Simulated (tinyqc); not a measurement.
Equal gaps, different models: fitting sp3s* parameters to three gaps by Newton steps.

sp3s* tight binding, nearest neighbours only: anion (a) at 0, cation (c) at a/4 (1,1,1), orbitals s, px, py, pz, s* on each; k in units of 2 pi/a. With phases e_j = exp(i (pi/2) k.n_j) for n = (1,1,1), (1,-1,-1), (-1,1,-1), (-1,-1,1): g0 = (e1+e2+e3+e4)/4, g1 = (e1+e2-e3-e4)/4, g2 = (e1-e2+e3-e4)/4, g3 = (e1-e2-e3+e4)/4. The diagonal holds the levels Esa, Epa, Exa (s*) and Esc, Epc, Exc. Anion-cation block: <sa|sc> = Vss g0; <sa|xc> = Vsapc g1; <xa|sc> = -Vscpa g1; <xa|xc> = Vxx g0; <xa|yc> = <ya|xc> = Vxy g3, <xa|zc> = <za|xc> = Vxy g2, <ya|zc> = <za|yc> = Vxy g1; <s*a|xc> = Vxapc g1; <xa|s*c> = -Vpaxc g1; y and z take g2 and g3 in place of g1; s-s* and s*-s* vanish.

Gaps are level 5 at Gamma, X = (1,0,0) and L = (1/2,1/2,1/2) less level 4 at Gamma; no spin-orbit coupling. Free parameters: Vss, Vxapc and Vpaxc. H is linear in them, so by Hellmann-Feynman J_ij = <u|dH/dp_j|u> for level 5 at point i less the same for level 4 at Gamma. Newton: p(new) = p + J^-1 (target - gaps); stop when all misses are below 1e-7 eV.

Constants: hbar^2/2m0 = 3.80998211 eV angstrom^2.

Inputs chosen for the exercise (out of a larger set: near a published set for InP, fitted to gaps, whose masses and valley positions are rough; not measured data):

| symbol | value | unit | meaning |
|---|---|---|---|
| p | (-8.557, 0.873, -1.479, 4.061, 8.272, 7.07, -5.352, 1.883, 4.233, 2.231, 5.589, 3.451, 4.466) | eV | start, order Esa, Epa, Esc, Epc, Exa, Exc, Vss, Vxx, Vxy, Vsapc, Vscpa, Vxapc, Vpaxc |
| tg | (1.6041, 2.6312, 2.0096) | eV | target gaps at Gamma, X, L |
| a | 5.867 | angstrom | lattice constant |

The same three targets are met with other triples of free parameters (those for which Newton converges within 3 eV of the start). Not fitted: level 5 at K = (3/4,3/4,0) above Ev, the spacing of levels 6 and 5 at X, the depth of level 2 at X below Ev, the valence width at Gamma, and the mass c q^2/(E(q) - E(0)) of level 5 along [100], q = 0.002 (2 pi/a), c = hbar^2/2m0.

Unfitted results:

| free parameters | largest change (eV) | K (eV) | X spacing (eV) | level 2 at X (eV) | valence width (eV) | mass (m0) |
|---|---|---|---|---|---|---|
| start | 0.000 | 2.393 | 0.523 | 6.637 | 11.434 | 0.1208 |
| Vss, Vxapc, Vpaxc | 0.245 | 2.541 | 0.443 | 6.595 | 11.640 | 0.1450 |
| Esc, Vxapc, Vpaxc | 0.419 | 2.510 | 0.231 | 6.633 | 11.376 | 0.1415 |
| Vss, Vsapc, Vpaxc | 0.626 | 2.449 | 0.008 | 6.830 | 11.640 | 0.1358 |
| Esa, Vxapc, Vscpa | 0.870 | 2.531 | 0.356 | 6.640 | 10.770 | 0.1462 |
| Vss, Exa, Exc | 0.712 | 2.545 | 0.497 | 6.616 | 11.640 | 0.1450 |

All fitted rows have the same three gaps, yet they spread by 96 meV at K, 490 meV in the X spacing, 235 meV in level 2 at X, 870 meV in the valence width and 7.3 % in the mass. The smallest change of parameters, 0.245 eV, is that of Vss, Vxapc, Vpaxc. A fit fixes what it was given and leaves the rest to the choice of free parameters.

Computed by tinyqc, a small Python program: `OMP_NUM_THREADS=1 python tinyqc.py 1482379 1482380 out.jsonl` (the numbers bound the seed that draws the inputs); one thread of a shared host (Intel(R) Xeon(R) Processor @ 2.30GHz), about 0.2 s for the whole set of steps.
